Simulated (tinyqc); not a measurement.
Chemical vapour deposition: Grove model, boundary layer, depletion and step coverage. From one set of inputs to another, one input at a time. Computed by tinyqc, a small Python program. Command: `OMP_NUM_THREADS=1 python tinyqc.py 3014380 3014381 out.jsonl cvd ladder`. One thread of a shared host (Intel(R) Xeon(R) Processor @ 2.30GHz), about 0.02 s of CPU time with the checks.

A precursor diffuses to the surface and reacts there at first order; each molecule that reacts adds one formula unit of film.

The inputs printed are set A. Set A is close to those used for polysilicon from silane; the values taken over come from a set close to those used for silicon dioxide from an alkoxysilane. Inputs not listed in the table keep their values of set A, so the rows need not describe a real material.

Inputs (values chosen for the exercise, close to those used for polysilicon from silane):

| quantity | value | unit |
|---|---|---|
| prefactor k0 of k_s | 5e+06 | cm/s |
| activation energy E | 1.54 | eV |
| temperature T | 730 | C |
| total pressure p | 0.14 | torr |
| mole fraction of the precursor Y | 0.27 | - |
| gas diffusivity D0 at 273.15 K and 760 torr | 0.46 | cm^2/s |
| film density N | 5e+22 | formula units/cm^3 |
| precursor mass M | 32 | u |
| trench width w | 0.21 | um |
| aspect ratio of the trench | 4.3 | - |
| wafer radius R | 7.5 | cm |
| wafer spacing s | 0.89 | cm |

Reactor: wafer stack, low pressure.

Constants: k_B = 1.380649e-23 J/K; u = 1.6605390666e-27 kg; k_B = 8.617333262e-05 eV/K.

Method:
- k_s = k0 exp(-E/(k_B T)); C_g = Y p/(k_B T), 1 torr = 133.322 Pa; D = D0 (T/273.15)^1.75 (760/p).
- Temperatures in kelvin are T(C) + 273.15.
- Mean speed c = sqrt(8 k_B T/(pi M)); reactive sticking probability beta = 4 k_s/c.
- Between two wafers the gas diffuses inward and reacts on both faces: (D/r) d/dr (r dC/dr) = 2 k_s C/s, so C(r)/C_g = I0(phi r/R)/I0(phi) with phi^2 = 2 k_s R^2/(s D); G(r) = k_s C(r)/N, 1 cm/s = 6e8 nm/min; the mean over the wafer is eta = 2 I1(phi)/(phi I0(phi)).
- In a long trench of width w and depth l = aspect ratio x w: Knudsen diffusivity D_K = (2w) c/3 (hydraulic diameter 2w), combined as 1/D_e = 1/D_K + 1/D; D_e d2C/dz2 = 2 k_s C/w with D_e dC/dz = -k_s C at the floor. With m = sqrt(2 k_s/(w D_e)): C(floor)/C(top) = 1/[cosh(m l) + (k_s/(D_e m)) sinh(m l)].

Each row keeps all changes above it:

| input moved | from | to | growth rate G at the edge (nm/min) | rate at the centre over rate at the edge | modulus m l |
|---|---|---|---|---|---|
| set A | - | - | 0.4 | 0.9999 | 0.0079 |
| aspect ratio of the trench | 4.3 | 13 | 0.4 | 0.9999 | 0.0239 |
| wafer spacing s (cm) | 0.89 | 0.45 | 0.4 | 0.9998 | 0.0239 |
| gas diffusivity D0 at 273.15 K and 760 torr (cm^2/s) | 0.46 | 0.5 | 0.4 | 0.9998 | 0.0239 |
| total pressure p (torr) | 0.14 | 2 | 5.7 | 0.9969 | 0.0239 |
| mole fraction of the precursor Y | 0.27 | 0.13 | 2.8 | 0.9969 | 0.0239 |
| temperature T (C) | 730 | 670 | 0.9 | 0.9989 | 0.0138 |
| prefactor k0 of k_s (cm/s) and activation energy E (eV) | 5000000, 1.54 | 4.2e+10, 1.89 | 106.7 | 0.8852 | 0.1465 |

Which inputs carry the difference?

Growth rate G at the edge goes from 0.400 to 107, a factor 267 in all. The largest single move comes from prefactor k0 of k_s with activation energy E (a factor 113), and temperature T works against it (a factor 0.342). Rate at the centre over rate at the edge goes from 1.000 to 0.885, a factor 0.885 in all. The largest single move comes from prefactor k0 of k_s with activation energy E (a factor 0.886). Modulus m l goes from 0.00790 to 0.146, a factor 18.5 in all. The largest single move comes from prefactor k0 of k_s with activation energy E (a factor 10.6), and temperature T works against it (a factor 0.576). The single moves hold for this order of the switches; the total does not depend on the order.

Caution (rows set A, aspect ratio of the trench, wafer spacing s, gas diffusivity D0 at 273.15 K and 760 torr): the mean free path 3D/c is comparable with or larger than the wafer spacing, where wall collisions cap D near (2s) c/3 and the lag is larger than computed. Caution (all rows): the hydraulic-diameter form of D_K is rough for a slit. Caution (rows prefactor k0 of k_s): a growth rate above 100 nm/min is far higher than usual in a low-pressure wafer stack.

Extremes, crossings and ranges named in words are read from the listed rows.
